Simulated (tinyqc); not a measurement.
Inside a calculation. Model: dopants and charged point defects at anneal temperature: Fermi-level effect, clustering and pairing. Computed by tinyqc, a small Python program that keeps every step. Command: `OMP_NUM_THREADS=1 python tinyqc.py 3021096 3021097 out.jsonl pairing walk`. One thread of a shared host (Intel(R) Xeon(R) Processor @ 2.30GHz), about 0.02 s of CPU time with the checks. Intermediate numbers are printed to about 5 digits and carried at full precision; extremes and crossings named in words are read from the listed rows.

Boltzmann statistics and full ionisation of active dopants. Energies are counted from the valence band; the defect (a vacancy or self-interstitial) has five charge states, with all degeneracy factors one.

Inputs (values chosen for the exercise, with bands modelled on GaAs):
```
quantity                                         value    unit
gap at 0 K E_g0                                   1.52      eV
Varshni alpha                                 0.000554    eV/K
Varshni beta                                       210       K
electron mass m_e                               0.0691     m_0
valleys M_c                                          1       -
hole mass m_h                                    0.538     m_0
anneal temperature T                               910       K
total dopant density N                           1e+19   cm^-3
formation enthalpy of the neutral defect H_f      2.68      eV
formation entropy S_f                              4.8     k_B
site density N_s                               3.7e+22   cm^-3
intrinsic dopant diffusivity D_i               1.2e-13  cm^2/s
anneal time t                                      900       s
dopant atoms per cluster k                           4       -
cluster binding energy E_b                         1.7      eV
```

Dopant: acceptor. Second part: clustering of the dopant.

defect levels as fractions of E_g(T): (2+/+), (+/0), (0/-), (-/2-): 0.19  0.22  0.37  0.63

Constants: m_0 = 9.1093837015e-31 kg; k_B = 1.380649e-23 J/K; h = 6.62607015e-34 J s; k_B = 8.617333262e-05 eV/K.

## The host at the anneal temperature

E_g = E_g0 - alpha T^2/(T + beta). N_c = 2 M_c (2 pi m_e k_B T/h^2)^(3/2) and N_v = 2 (2 pi m_h k_B T/h^2)^(3/2), masses in units of m_0. n_i = sqrt(N_c N_v) exp(-E_g/2 k_B T); E_i = E_g/2 + (k_B T/2) ln(N_v/N_c).

E_g = 1.1104 eV

k_B T = 0.078418 eV

n_i = 9.4486e+15 cm^-3

E_i = 0.67590 eV

effective density of states N_b of the majority band = 5.2315e+19 cm^-3

## Active and clustered dopant

p = A/2 + sqrt(A^2/4 + n_i^2) for an active density A. k ionised dopants and k carriers form one neutral cluster: C = N_s (A/N_s)^k (p/N_b)^k exp(E_b/k_B T), N_b the effective density of states of the majority band, and N = A + k C (60 bisections in ln A between ln N - 90 and ln N).

active density A = 9.9973e+18 cm^-3

clusters C = 6.8378e+14 cm^-3

active share = 0.99973

Nearly all the dopant is active.

## Carrier density and Fermi level

chi = n/n_i (for acceptors n_i/p); E_F = E_i + k_B T ln chi; field enhancement h = 1 + A/sqrt(A^2 + 4 n_i^2).

p = 9.9973e+18 cm^-3

chi = 9.4512e-04

E_F = 0.12978 eV

field enhancement h = 2.0000

The doping is 1060 n_i: extrinsic conditions.

## Charged defects

C_0 = N_s exp(S_f/k_B) exp(-H_f/k_B T). Ratios to the neutral state at E_F = E_i: r_+ = exp((E(+/0) - E_i)/k_B T), r_2+ = r_+ exp((E(2+/+) - E_i)/k_B T), r_- = exp((E_i - E(0/-))/k_B T), r_2- = r_- exp((E_i - E(-/2-))/k_B T); at other E_F state q scales as chi^(-q). The enhancement is sum r_q chi^(-q)/sum r_q. The charge on the defects is left out of neutrality.

neutral defects C_0 = 6.4624e+09 cm^-3

Charge states:
```
state     ratio r  intrinsic (cm^-3)  doped (cm^-3)
2+     1.0834e-05         7.0016e+04     7.8383e+10
+      4.0705e-03         2.6305e+07     2.7832e+10
0      1.0000e+00         6.4624e+09     6.4624e+09
-      2.9371e+01         1.8981e+11     1.7939e+08
2-     2.1725e+01         1.4039e+11     1.2541e+05
```

all defects, doped = 1.1286e+11 cm^-3

enhancement over intrinsic = 0.33520

mean charge = 1.6341 e

Doping leaves the neutral state alone and scales the total by 0.335; the most common state is 2+ (in intrinsic material -).

## Dopant diffusivity

If every charge state of the defect carries the dopant equally well, D = D_i x enhancement x h x (active share A/N, a rough stand-in that overstates the dA/dN which immobile clusters call for), D_i being an input held fixed when T or H_f is moved; diffusion length 2 sqrt(D t).

effective diffusivity D = 8.0425e-14 cm^2/s

D/D_i = 0.67021

diffusion length = 170.16 nm

## Against doping

chi = n/n_i; h = 1 + A/sqrt(A^2 + 4 n_i^2); the dopant diffusivity over its intrinsic value is D/D_i = enhancement x h x A/N, if every charge state carries the dopant equally well.

Trend at the anneal temperature:
```
N (cm^-3)  active A (cm^-3)         chi  defect enhancement  mean charge   D/D_i
2.80e+14         2.8000e+14  9.8529e-01              0.9795      -1.3935  0.9940
1.10e+15         1.1000e+15  9.4348e-01              0.9223      -1.3814  0.9759
4.60e+15         4.6000e+15  7.8578e-01              0.7197      -1.3308  0.8900
1.90e+16         1.9000e+16  4.1263e-01              0.3230      -1.1592  0.5520
7.50e+16         7.5000e+16  1.2404e-01              0.0962      -0.8536  0.1894
3.00e+17         3.0000e+17  3.1464e-02              0.0400      -0.3911  0.0800
1.20e+18         1.2000e+18  7.8733e-03              0.0369       0.3287  0.0739
5.00e+18         5.0000e+18  1.8897e-03              0.1198       1.3080  0.2397
2.00e+19         1.9441e+19  4.8602e-04              1.0606       1.8115  2.0618
```

Well below n_i = 9.45e15 cm^-3 chi and the enhancement are near 1. At any doping d ln(enhancement)/d ln chi equals minus the mean charge, which goes from -1.39 to +1.81 over the rows. The defect density first falls, because doping removes the states with the sign of the ionised dopant before it feeds the opposite ones.

## Activation against anneal temperature

The formulas are those given above.

Equilibrium activation:
```
T (K)  n_i (cm^-3)  active A (cm^-3)  clusters C (cm^-3)  active share
550     5.8661e+12        3.0961e+18          1.7260e+18       0.30961
640     7.7133e+13        6.0727e+18          9.8182e+17       0.60727
730     5.5440e+14        9.0390e+18          2.4024e+17       0.90390
820     2.6466e+15        9.9470e+18          1.3247e+16       0.99470
910     9.4486e+15        9.9973e+18          6.8378e+14       0.99973
1000    2.7233e+16        9.9998e+18          5.5297e+13       0.99998
1090    6.6720e+16        1.0000e+19          6.4693e+12       1.00000
```

The active share goes from 0.310 at 550 K to 1.000 at 1090 K, so a layer activated by a hot, short anneal is metastable and deactivates in later, cooler steps if the dopant can move.

Checks made by the program: conservation of the dopant (relative difference below 1e-10); ratios against Boltzmann factors of formation energies at E_F (relative difference below 1e-10).
